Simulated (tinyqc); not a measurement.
## Capacitances against the relative permittivity between the lines

Endless row of lines of width wl, height tl and space sl between grounded planes at distance hd; e2 fills the gaps beside the lines, e1 the rest. Laplace's equation is solved on meshes of 3, 6 and 12 steps per unit u and extrapolated (Aitken), which is good to about 0.2 %. C_even (all lines at 1 V) is the capacitance Cg to the planes; C_odd (neighbours in antiphase) = Cg + 4 Cc if only nearest neighbours couple, which defines Cc; total with quiet neighbours Cg + 2 Cc. Plate values 2 eps0 e1 wl/hd and eps0 e2 tl/sl.

Parameters, values chosen for the exercise: relative permittivity above and below the lines e1 = 3.9; line width, in units u wl = 6 u; line height tl = 8 u; space between lines sl = 4 u; distance to each plane hd = 4 u.

Constants: eps0 = 8.8541878128e-12 F/m. Results are converted to the units shown.

The same in every row: plate Cg (aF/um) = 104.

Results:

| e2 | Cg (aF/um) | Cc (aF/um) | Cg + 2 Cc (aF/um) | C_odd (aF/um) | plate Cc (aF/um) | share of coupling, 2 Cc/(Cg + 2 Cc) (%) |
|---|---|---|---|---|---|---|
| 1 | 154 | 26.2 | 207 | 259 | 17.7 | 25.4 |
| 1.5 | 156 | 34.8 | 226 | 296 | 26.6 | 30.8 |
| 2 | 158 | 43.5 | 245 | 332 | 35.4 | 35.5 |
| 2.5 | 159 | 52.2 | 264 | 368 | 44.3 | 39.6 |
| 3 | 160 | 60.9 | 282 | 404 | 53.1 | 43.1 |
| 5 | 164 | 95.9 | 355 | 547 | 88.5 | 54.0 |
| 7 | 165 | 131 | 428 | 690 | 124 | 61.3 |

Estimate the missing row, e2 = 3.9.

Computed row:

| e2 | Cg (aF/um) | Cc (aF/um) | Cg + 2 Cc (aF/um) | C_odd (aF/um) | plate Cc (aF/um) | share of coupling, 2 Cc/(Cg + 2 Cc) (%) |
|---|---|---|---|---|---|---|
| 3.9 | 162 | 76.6 | 315 | 469 | 69.1 | 48.6 |

With this row back in the table: As e2 goes from 1 to 7, Cg rises from 154 to 165 aF/um, Cc rises from 26.2 to 131 aF/um and the share of coupling rises from 25.4 to 61.3 %. Cg is 1.49 times its plate value in the first row and 1.60 times in the last; for Cc the ratios are 1.48 and 1.06. Neighbours in antiphase raise the load by a factor of 1.25 and 1.61 over quiet ones.

Numbers from tinyqc (`OMP_NUM_THREADS=1 python tinyqc.py 2790158 2790159 out.jsonl`; about 0.8 s on one thread of a shared Intel Xeon 2.30GHz).
